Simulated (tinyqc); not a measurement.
Thin-film optics by transfer matrices: sweeps and comparisons. A value that a table varies takes the place of the one given here.

Indices N = n + i k. Snell: N0 sin(theta) = N_j sin(theta_j), with Im(N_j cos theta_j) >= 0. Admittance y_j = N_j cos theta_j for s and N_j/cos theta_j for p. Phase delta_j = 2 pi N_j cos theta_j d_j/lambda. Layer matrix [[cos delta, -i sin delta/y], [-i y sin delta, cos delta]], multiplied from the top down to M. (B, C) = M (1, y_sub); r = (y0 B - C)/(y0 B + C), R = |r|^2, T = 4 Re y0 Re y_sub/|y0 B + C|^2, absorbed in the films 1 - R - T.

Ellipsometry: rho = tan(Psi) exp(i Delta) = -conj(r_p/r_s) with the r of the admittance formula, Delta in 0 to 360 degrees, so that a bare dielectric at small angles gives Delta = 180.

Inputs chosen for the exercise (indices near those of resist on Al; shifted at random, so the results belong to these values and not to a real crystal):

| symbol | value | unit | meaning |
|---|---|---|---|
| lam | 248 | nm | vacuum wavelength |
| n0 | 1 |  | ambient index |
| n | (1.764, 0.192) |  | n of resist, substrate |
| k | (0.011, 3.041) |  | k in the same order |
| d | (337) | nm | thicknesses, top first |
| theta | 60 | degrees | angle of incidence |
| pol | p |  | polarisation |

## Swing curve: thickness of the top film

The first entry of d takes the values listed.

Stack:

| d_1 (nm) | R | T | absorbed |
|---|---|---|---|
| 337.0 | 0.5688 | 0.0965 | 0.3347 |
| 350.4 | 0.5531 | 0.0956 | 0.3513 |
| 363.9 | 0.5427 | 0.0940 | 0.3633 |
| 377.3 | 0.5386 | 0.0924 | 0.3690 |
| 390.8 | 0.5352 | 0.0917 | 0.3732 |
| 404.2 | 0.5268 | 0.0916 | 0.3816 |
| 417.7 | 0.5126 | 0.0916 | 0.3959 |
| 431.1 | 0.4981 | 0.0908 | 0.4111 |
| 444.6 | 0.4892 | 0.0892 | 0.4215 |
| 458.0 | 0.4861 | 0.0878 | 0.4261 |
| 471.5 | 0.4833 | 0.0871 | 0.4296 |
| 484.9 | 0.4754 | 0.0870 | 0.4376 |
| 498.4 | 0.4619 | 0.0869 | 0.4512 |

R swings between 0.4619 and 0.5688 on these points. The period is lambda/(2 Re(N_1 cos theta_1)) = 80.7 nm, six rows. The swing shrinks from 0.0562 in the first period to 0.0507 in the second, as the film absorbs the wave that returns from below. The swing ratio (max - min)/mean is 0.21.

## Angle of incidence

Both polarisations.

Stack:

| theta (degrees) | R_s | R_p | Psi | Delta |
|---|---|---|---|---|
| 0 | 0.7522 | 0.7522 | 45.00 | 180.00 |
| 15 | 0.7440 | 0.7339 | 44.81 | 180.03 |
| 30 | 0.6644 | 0.6394 | 44.45 | 185.22 |
| 45 | 0.3238 | 0.4907 | 50.91 | 180.52 |
| 55 | 0.4432 | 0.5348 | 47.69 | 115.31 |
| 60 | 0.6331 | 0.5688 | 43.47 | 100.21 |
| 65 | 0.7612 | 0.5866 | 41.28 | 92.65 |
| 70 | 0.8391 | 0.5858 | 39.88 | 86.67 |
| 75 | 0.8906 | 0.5736 | 38.75 | 78.35 |
| 80 | 0.9302 | 0.5751 | 38.18 | 63.41 |
| 85 | 0.9654 | 0.6670 | 39.73 | 37.06 |

R_s and R_p agree at normal incidence (0.7522). R_p is lowest at 45 degrees of those listed (0.4907), where R_s = 0.3238: the two are within a factor 2 of each other, so the minimum selects polarisation poorly. R_s does not rise steadily, because the phase thickness of the films changes with the angle. R_p exceeds R_s at 45 and 55 degrees, where Psi is above 45.

## Sensitivity of the reflectance

R for both polarisations. Each row changes one parameter from the base and keeps the others.

Results:

| case | R_s | R_p | T_s |
|---|---|---|---|
| base | 0.6331 | 0.5688 | 0.0638 |
| d = (342) nm | 0.4709 | 0.5626 | 0.0903 |
| n = (1.799, 0.192) | 0.3087 | 0.5612 | 0.1206 |
| k = (0.011, 3.355) | 0.6612 | 0.5799 | 0.0524 |
| lam = 253 nm | 0.7565 | 0.5767 | 0.0432 |
| theta = 65 degrees | 0.7612 | 0.5866 | 0.0405 |

The largest shifts from the base row, up to three for each result and ties (the steps differ in size, so this ranks the rows, not the parameters). R_s: n -0.3245, d -0.1622, theta +0.1280. R_p: theta +0.0178, k +0.0111, lam +0.0079. T_s: n +0.0568, d +0.0264, theta -0.0233.

tinyqc: `OMP_NUM_THREADS=1 python tinyqc.py 1650362 1650363 out.jsonl`; about 0.01 s, one thread, shared Intel(R) Xeon(R) Processor @ 2.30GHz.
